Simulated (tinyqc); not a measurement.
Rapid thermal processing of a wafer: radiative balance, ramp and cooling, pattern effects, pyrometer error and spike budget: one step, computed by the program tinyqc.

The wafer is opaque and uniform through its thickness unless said otherwise; temperatures in formulas are in kelvin (C + 273.15). sigma = 5.670374419e-12 W/(cm^2 K^4).

Question. Power to hold and to ramp. Effective emissivity between parallel grey plates: eps_eff = 1/(1/eps + 1/(1 - r) - 1). Loss per area q(T) = 2 eps_eff sigma (T^4 - T_w^4) + h (T - T_w). Absorbed power during a ramp = q(T) + C d x ramp rate; thermal time constant tau = C d/(dq/dT), dq/dT = 8 eps_eff sigma T^3 + h; natural cooling rate q/(C d); front-to-back difference under one-sided heating at the end of the ramp = (absorbed power) d/(2 k).

Inputs (values chosen for the exercise, modelled on a hot silicon wafer):
```
quantity                                              value         unit
wafer thickness d                                       775   micrometre
heat capacity per volume C                             2.16   J/(cm^3 K)
thermal conductivity k                                 0.29     W/(cm K)
emissivity eps of each face                            0.59            -
reflectivity of the chamber walls r                    0.74            -
gas heat-transfer coefficient h, both faces together    1.2  mW/(cm^2 K)
wall temperature T_w                                    700            K
process temperature                                     861            C
ramp rate                                               350          K/s
```

Give: eps_eff; holding power q; power at the end of the ramp; dq/dT; time constant tau; natural cooling rate; front-to-back difference.

Answer.

eps_eff = 0.2202

holding power q = 4.053 W/cm^2

power at the end of the ramp = 62.64 W/cm^2

dq/dT = 15.77 mW/(cm^2 K)

time constant tau = 10.61 s

natural cooling rate = 24.21 K/s

front-to-back difference = 8.370 K

Radiation carries 87 % of the loss. The ramp needs 15.5 times the holding power.
